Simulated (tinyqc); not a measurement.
Two electrons on one impurity (helium-like model): sweeps and comparisons. A value that a table varies takes the place of the one given here.

Units Ha* = 2 Ry m/eps^2 and a* = a0 eps/m. One electron is bound by Z^2/2. Two electrons in the singlet built from exp(-a r) and exp(-b r): S = 8 (ab)^(3/2)/(a + b)^3, h_aa = a^2/2 - Z a, h_bb alike, h_ab = S (ab/2 - Z (a + b)/2), J = ab (a^2 + 3ab + b^2)/(a + b)^3, K = 20 (ab)^3/(a + b)^5, E = (h_aa + h_bb + 2 S h_ab + J + K)/(1 + S^2). For a = b this is a^2 - 2 Z a + 5a/8. Real double donors are deeper, since the central cell is left out.

Constants: e^2/(4 pi eps0) = 14.39964547 eV angstrom.

Parameters, chosen for this exercise (near those of impurities in GaAs; the results hold for these values, not for the real material): m = 0.064 m0 (one mean mass); eps = 12.7 (dielectric constant); Zs = (0.99, 1.06, 1.14, 1.6, 1.88, 2.71, 3.48) (charges); a_lat = 5.653 angstrom (lattice constant); Eg = 1.523 eV (gap); ED = 5.7 meV (donor binding); EA = 26.3 meV (acceptor binding); W0 = 1.6 x 1e7/s (rate at zero distance); kind = same (sublattices of donor and acceptor); shells = (2082, 3878, 4735, 4804, 7126, 9961, 23050) (shell numbers).

## Effective charge

Ha* = 10.7975 meV

Binding of the first electron, of the second (-E - Z^2/2) with equal and with unequal orbitals, and U, the first less the second (unequal).

Results (meV):
```
Z,first,"second, equal","second, unequal",a/b,U,U/(Z Ha*)
0.99,5.3,-0.34,0.11,3.79,5.2,0.485
1.06,6.1,-0.03,0.38,3.19,5.7,0.497
1.14,7.0,0.38,0.76,2.82,6.3,0.508
1.60,13.8,4.08,4.40,2.07,9.4,0.545
1.88,19.1,7.45,7.76,1.89,11.3,0.558
2.71,39.6,22.42,22.70,1.64,16.9,0.579
3.48,65.4,42.95,43.23,1.52,22.2,0.590
```

Equal orbitals bind a second electron only above Z = (5/16)/(1 - 1/sqrt2) = 1.067; unequal ones do so in 7 of the 7 rows. Their gain is 0.44 meV in the first row and 0.28 in the last, while the second binding grows to 43 meV, so the gain decides the matter only near Z = 1. U grows almost linearly with Z: U/(Z Ha*) goes from 0.485 to 0.590, towards 5/8, while the first binding grows as Z^2. Angular correlation is left out: at Z = 1 this function binds the second electron by 0.0133 Ha*, half the exact 0.0278.

## Pair lines (donor-acceptor pair recombination)

h nu = Eg - ED - EA + q/(eps R), q = e^2/(4 pi eps0); shell j lies at R = a_lat sqrt(j/2) for the same sublattice and a_lat sqrt(j/2 - 5/16) for opposite ones (on the same sublattice shells 14, 30, 46, 56, 62, ... are empty, where 2j has the form 4^a (8b + 7)); rate W = W0 exp(-2R/aD) with the donor radius aD = q/(2 eps ED). Polarisation and overlap terms, which matter for close pairs, are left out.

Energy, rate and lifetime for each shell.

Lines:
```
shell,R (angstrom),Coulomb (meV),h nu (eV),step to the next shell (meV),1/W (microsecond)
2082,182.39,6.2,1.4972,0.0015,2.45
3878,248.92,4.6,1.4956,0.00059,9.33
4735,275.06,4.1,1.4951,0.00044,15.8
4804,277.05,4.1,1.4951,0.00043,16.4
7126,337.43,3.4,1.4944,0.00024,55.3
9961,398.95,2.8,1.4938,0.00014,191
23050,606.88,1.9,1.4929,4.1e-05,1.25e+04
```

limit for distant pairs = 1.4910 eV
aD = 99.5 angstrom

The lines crowd together, on average as R^-3: the step falls from 0.0015 to 4.1e-05 meV, so distant pairs merge into a band. Close pairs emit higher and 5.09e+03 times faster over this table, so the band shifts to lower energy with delay and to higher energy with stronger pumping. All these lines lie below Eg, and R/aD runs from 1.8 up.

Run: tinyqc, `OMP_NUM_THREADS=1 python tinyqc.py 1280469 1280470 out.jsonl`; Intel(R) Xeon(R) Processor @ 2.30GHz, one thread, shared host; about 0.04 s of CPU time with all checks.
